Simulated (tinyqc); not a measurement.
Comparisons within one model: inter-valley coupling by envelope functions against a chain of atomic planes. A value that a table varies takes the place of the one given here.

Chain: E(phi) = e0 + 2 v cos(phi) + 2 u cos(2 phi), cos(phi0) = -v/(4u), e0 = 2u + v^2/(4u); plane j = 0, 1, ... has the potential V_j = dE x_j + F (j - 30) a/4 (1 MV/m = 1e-4 V/angstrom). There are 30 barrier planes a side; with y = j - 29.5, x_j = xb (f(y) + f(Nw - y)), f(y) = 1/(1 + exp(y/L)), plus any Ge added in the well. The valley splitting is the spacing of the two lowest levels. Envelope theory: F_j solves a one-valley chain with hopping -b and diagonal 2b + V_j, b = 4u sin^2(phi0), sum F_j^2 = 1; the valleys couple by Dv = sum_j F_j^2 V_j exp(-2 i phi0 j) and split by 2|Dv|.

Values chosen for the exercise (near those of the Delta valleys of silicon in a SiGe well; not measured data):

| symbol | value | unit | meaning |
|---|---|---|---|
| a | 5.431 | angstrom | lattice constant; planes lie a/4 apart |
| u | 0.584 | eV | second-neighbour hopping |
| v | 0.547 | eV | nearest hopping |
| Nw | 49 |  | planes in the well |
| L | 1.5 | planes | interface width |
| xb | 0.29 |  | Ge fraction of the barriers |
| dE | 0.61 | eV | offset per unit Ge fraction |
| F | 0 | MV/m | field |
| xs | 0.14 |  | Ge fraction added on that plane |
| xw | 0.006 |  | mean Ge fraction of the wiggle |
| x0 | 5535 |  | start of the number sequence |
| na | 8000 |  | atoms a plane under the dot |
| js | 52 |  | plane j of a Ge spike (the well starts at j = 30) |

## Position of the spike

The spike is moved through the well; position counted from the first well plane, j - 30.

Against position:

| j - 30 | F_j^2, smooth | mean of the doublet (meV) | splitting, chain (micro-eV) | envelope | first order |
|---|---|---|---|---|---|
| 2 | 0.00289 | 7.92 | 375 | 366 | 493 |
| 6 | 0.00879 | 8.26 | 1047 | 1013 | 1502 |
| 10 | 0.01709 | 8.73 | 1990 | 1925 | 2919 |
| 15 | 0.02779 | 9.44 | 3418 | 3346 | 4747 |
| 20 | 0.03542 | 10.12 | 4774 | 4729 | 6049 |
| 24 | 0.03748 | 10.35 | 5237 | 5197 | 6402 |
| 32 | 0.02967 | 9.59 | 3714 | 3648 | 5068 |
| 39 | 0.01490 | 8.60 | 1734 | 1675 | 2544 |
| 47 | 0.00197 | 7.87 | 262 | 256 | 336 |

The splitting is largest at plane 24 among these rows (5237 micro-eV), and the smooth envelope peaks at plane 24, counting all planes; without a spike it is 0.0057. Where the splitting exceeds 20 micro-eV the envelope theory lies within 3.4 % of the chain and first order within 47 %.

## A periodic Ge profile (wiggle well)

periods (planes): pi/phi0 1.73842, pi/(pi - phi0) 2.35424

Added fraction xw (1 - cos(2 pi (j - 30)/p)) on the well planes; p = f times the resonant period pi/(pi - phi0). At resonance the estimate is dE xw.

Against period:

| f | p (planes) | mean of the doublet (meV) | splitting, chain (micro-eV) | envelope |
|---|---|---|---|---|
| 0.90 | 2.1188 | 11.36 | 76 | 81 |
| 0.95 | 2.2365 | 11.30 | 1267 | 1313 |
| 0.98 | 2.3072 | 11.34 | 3132 | 3172 |
| 0.99 | 2.3307 | 11.37 | 3504 | 3521 |
| 1.00 | 2.3542 | 11.38 | 3647 | 3643 |
| 1.01 | 2.3778 | 11.37 | 3536 | 3518 |
| 1.02 | 2.4013 | 11.35 | 3217 | 3190 |
| 1.05 | 2.4720 | 11.29 | 1643 | 1608 |
| 1.10 | 2.5897 | 11.34 | 17 | 21 |
| 1.50 | 3.5314 | 11.38 | 4 | 4 |
| 3.00 | 7.0627 | 11.38 | 0 | 0 |

The splitting peaks at f = 1 with 3.65 meV, against the estimate dE xw = 3.66 meV, and is 0.86 and 0.88 of the value at f = 1 two per cent off to either side: the width of the resonance is set by the number of periods under the envelope. At f = 3 it is 0 micro-eV. The chain has one orbital a plane and knows only this resonance; longer periods that work through other bands are outside it.

## Random alloy fluctuations

A uniform fraction x is added on all planes. Each plane j then fluctuates by q sqrt(x_j (1 - x_j)/na) in Ge fraction, q = sqrt12 (z/2147483647 - 1/2) with z(new) = 16807 z mod 2147483647 from x0, restarted for each row; 24 samples. Theory: Dv is a complex Gaussian with sigma^2 = dE^2 sum F_j^4 x_j (1 - x_j)/na, and the mean splitting is sqrt(pi) sigma if the smooth part is negligible.

Splitting (micro-eV):

| x | sigma | sqrt(pi) sigma | mean of 24 | least | largest |
|---|---|---|---|---|---|
| 0.00 | 17.1 | 30.2 | 29.0 | 6.8 | 74.9 |
| 0.01 | 114.7 | 203.3 | 181.5 | 34.7 | 391.9 |
| 0.02 | 160.5 | 284.5 | 252.8 | 47.8 | 554.8 |
| 0.05 | 249.0 | 441.4 | 390.6 | 66.3 | 866.4 |
| 0.10 | 342.4 | 606.9 | 535.9 | 87.4 | 1192.8 |

Without added Ge the disorder sits in the barriers, where the state is small: mean 29.0 micro-eV, against 0.0057 for the smooth well. With 5 % Ge in the well the mean is 391, theory 441, with a statistical error of about 11 % for 24 samples; the miss is -12 %, and since every row reuses one sequence the rows with added Ge miss alike. The spread grows with the mean: at 5 % the samples run from 66 to 866, so small splittings remain possible. sigma falls as 1/sqrt(na) for larger dots. A chain with one orbital a plane has no Bloch-function factor, which scales all these couplings down in fuller models.

## What each parameter does

Chain with the spike on plane js. Each row changes one parameter from the base and keeps the others.

Results:

| case | level (meV) | splitting (micro-eV) |
|---|---|---|
| base | 10.292 | 5114.0 |
| Nw = 55 | 8.298 | 4092.9 |
| L = 2 planes | 11.007 | 5304.2 |
| xb = 0.34 | 10.562 | 5202.4 |
| dE = 0.671 eV | 10.657 | 5572.2 |
| F = 2 MV/m | 16.604 | 5318.7 |
| js = 55 | 10.338 | 5205.6 |
| xs = 0.182 | 10.868 | 6264.8 |

The largest shifts from the base row, up to three for each result and ties (the steps differ in size, so this ranks the rows, not the parameters). level (meV): F +6.312, Nw -1.994, L +0.714. splitting (micro-eV): xs +1150.8, Nw -1021.1, dE +458.2.

(tinyqc, `OMP_NUM_THREADS=1 python tinyqc.py 1450636 1450637 out.jsonl`, Intel(R) Xeon(R) Processor @ 2.30GHz, 1 thread, shared host, about 0.08 s.)
